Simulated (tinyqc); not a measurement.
## Pinning of the barrier by interface states

Cowley-Sze model with the space charge neglected: phiB = S (phiM - chi) + (1 - S)(Eg - phi0), S = 1/(1 + q Dit dl/(eps0 ei)), dl in cm.

Parameters, values chosen for the exercise; band and dielectric values those of a made-up semiconductor:
- Eg = 0.605 eV (band gap)
- chi = 4.45 eV (electron affinity)
- dl = 0.6 nm (thickness of the interfacial layer)
- ei = 1 (relative permittivity of the interfacial layer)
- phi0 = 0.34 eV (neutral level above the valence band)
- phiM = 5 eV (metal work function)

Constants: q = 1.602176634e-19 C, eps0 = 8.8541878128e-14 F/cm where lengths are in cm. Results are converted to the units shown.

Pinning of the barrier by interface states:
```
Dit (cm^-2 eV^-1)          S  phiB (eV)  change of phiB for 0.5 eV more work function (eV)
1e11                 0.98926    0.54694                                            0.49463
3e11                 0.96846    0.54101                                            0.48423
1e12                 0.90206    0.52209                                            0.45103
3e12                 0.75431    0.47998                                            0.37716
1e13                 0.47945    0.40164                                            0.23973
3e13                 0.23490    0.33195                                            0.11745
1e14                0.084338    0.28904                                           0.042169
3e14                0.029787    0.27349                                           0.014894
1e15               0.0091265    0.26760                                          0.0045633
```

What does the table show?

S falls from 0.989 to 0.00913, passing 1/2 at Dit = eps0 ei/(q dl) = 9.21e12 cm^-2 eV^-1. The barrier falls from 0.547 to 0.268 eV, from near the Schottky-Mott value phiM - chi = 0.550 eV towards the pinned value Eg - phi0 = 0.265 eV.

Computed by the program tinyqc: `OMP_NUM_THREADS=1 python tinyqc.py 2020088 2020089 out.jsonl`, one thread of a shared Intel Xeon 2.30GHz, about 0.06 s for the whole run.
